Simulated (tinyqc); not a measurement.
Read current of a NAND string, cells in series solved by shooting: one step of the calculation.

Cells in series, numbered from 0 at the source line (0 V) to the bit line, each followed by a gap resistance Rg. A cell with gate Vg, threshold VT, source Vs and drain Vd passes I = 2 nf K Vt^2 [F(Vs) - F(Vd)]/(1 + th max(Vg - VT, 0)), F(V) = ln^2(1 + exp((Vg - VT - nf V)/(2 nf Vt))). The selected cell has Vg = Vr, the others Vg = Vp.

Problem. Node voltages for a trial current. For a trial current I start at 0 V and, cell by cell (the selected one is cell 5), solve for the drain: sqrt(F(Vd)) = sqrt(F(Vs) - I/k), k = 2 nf K Vt^2/(1 + th max(Vg - VT, 0)), Vd = [Vg - VT - 2 nf Vt ln(exp(sqrt F) - 1)]/nf, then add I Rg.

Parameters, values chosen for the exercise; values of the order met in vertical NAND strings: temperature T = 300 K; gain factor of a cell K = 3.4 uA/V^2; slope factor nf = 2.5; mobility reduction factor th = 0.06 1/V; resistance of the gap between cells Rg = 5.9 kohm; bit-line voltage Vbl = 0.5 V; pass voltage Vp = 7.2 V; read voltage on the selected word line Vr = 2.79 V.

Constants: q = 1.602176634e-19 C, kB = 1.380649e-23 J/K, Vt = kB T/q. Results are converted to the units shown.

first trial current = 0.36 uA

| cell | thresholds from the source end (V) |
|---|---|
| 0 | -1 |
| 1 | -1 |
| 2 | 4.1 |
| 3 | 4.1 |
| 4 | -1 |
| 5 | 0.8 |

Give: node voltage after each cell and gap, trial 1.

Solution.

| cell | node voltage after each cell and gap, trial 1 (V) |
|---|---|
| 0 | 0.021446 |
| 1 | 0.043021 |
| 2 | 0.087872 |
| 3 | 0.13445 |
| 4 | 0.15673 |
| 5 | 0.23790 |

tinyqc, about 0.9 s, one thread, Intel Xeon 2.30GHz (shared host): `OMP_NUM_THREADS=1 python tinyqc.py 2142111 2142112 out.jsonl`
